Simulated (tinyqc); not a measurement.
# Undoped symmetric double-gate MOSFET, analytic potential model: effect of the insulator thickness

An undoped body of thickness ts between two equal insulators and tied gates; long channel, electrons only, n = ni exp((psi - V)/Vt) with V the quasi-Fermi potential (0 at the source, Vd at the drain), constant mobility, no quantisation. Across the body psi(x) = V - 2 Vt ln[(ts/(2 beta)) sqrt(q ni/(2 eps0 eps_r Vt)) cos(2 beta x/ts)], x from the centre. Q is the electron charge per area of the whole body.

ni = sqrt(Nc Nv) exp(-Eg/(2 Vt)), Eg in volts; r = eps_r tox/(eox ts); V0 = dphi + 2 Vt ln[(2/ts) sqrt(2 eps0 eps_r Vt/(q ni))]. beta (between 0 and pi/2) solves (Vg - V0 - V)/(2 Vt) = ln(beta) - ln(cos beta) + 2 r beta tan(beta). Q = 8 eps0 eps_r Vt beta tan(beta)/ts; I = mu (1/L)(4 eps0 eps_r/ts)(2 Vt)^2 [g(beta_s) - g(beta_d)] per width, g = beta tan(beta) - beta^2/2 + r beta^2 tan^2(beta), with beta_s at V = 0 and beta_d at V = Vd.  I(low) is taken at Vg = 0.35 V, Qs and I(high) at Vg = 1.1 V.

Parameters, values chosen for the exercise; material values those of a made-up semiconductor:
```
symbol    value        unit                                             meaning
T           273           K                                         temperature
Eg         1.23          eV                                            band gap
eps_r      14.5                      relative permittivity of the semiconductor
Nc      4.32e17       cm^-3              conduction-band density of states at T
Nv      8.56e18       cm^-3                 valence-band density of states at T
eox        7.74                     relative permittivity of the gate insulator
ts           20          nm                                      body thickness
dphi       0.02           V  gate work function less that of the intrinsic body
mu          200  cm^2/(V s)                                    channel mobility
L             2          um                                         gate length
Vd          0.3           V                                       drain voltage
```

Constants: q = 1.602176634e-19 C, kB = 1.380649e-23 J/K, Vt = kB T/q, eps0 = 8.8541878128e-14 F/cm where lengths are in cm. Results are converted to the units shown.

The same in every row: V0 (V) = 0.5967.

Result of one run:

| tox (nm) | I(low) (nA/um) | Qs(high) (nC/cm^2) | I(high) (uA/um) |
|---|---|---|---|
| 0.67 | 0.007942 | 6465 | 118.2 |

What becomes of these results when the insulator thickness tox is changed from 0.67 to 4.2 nm, all else the same?

Result of the changed run:

| tox (nm) | I(low) (nA/um) | Qs(high) (nC/cm^2) | I(high) (uA/um) |
|---|---|---|---|
| 4.2 | 0.007942 | 1279 | 25.66 |

The whole series:

| tox (nm) | I(low) (nA/um) | Qs(high) (nC/cm^2) | I(high) (uA/um) |
|---|---|---|---|
| 0.67 | 0.007942 | 6465 | 118.2 |
| 0.96 | 0.007942 | 4723 | 88.22 |
| 1.4 | 0.007942 | 3391 | 64.67 |
| 2 | 0.007942 | 2475 | 48.05 |
| 2.9 | 0.007942 | 1780 | 35.16 |
| 4.2 | 0.007942 | 1279 | 25.66 |
| 6 | 0.007942 | 928.8 | 18.90 |

As tox goes from 0.67 to 6 nm, I(low) stays near 0.00794 nA/um and I(high) falls from 118 to 18.9 uA/um. On average I(low) is independent of tox and I(high) goes as tox^(-0.84). Below threshold no voltage drops over the insulator in this long-channel model, so its thickness does not matter there. In every row the surface density at the source at the higher gate voltage passes 0.3 Nc, where Boltzmann statistics fail.

Computed by the program tinyqc: `OMP_NUM_THREADS=1 python tinyqc.py 2440141 2440142 out.jsonl`, one thread of a shared Intel Xeon 2.30GHz, about 0.02 s for the whole run.
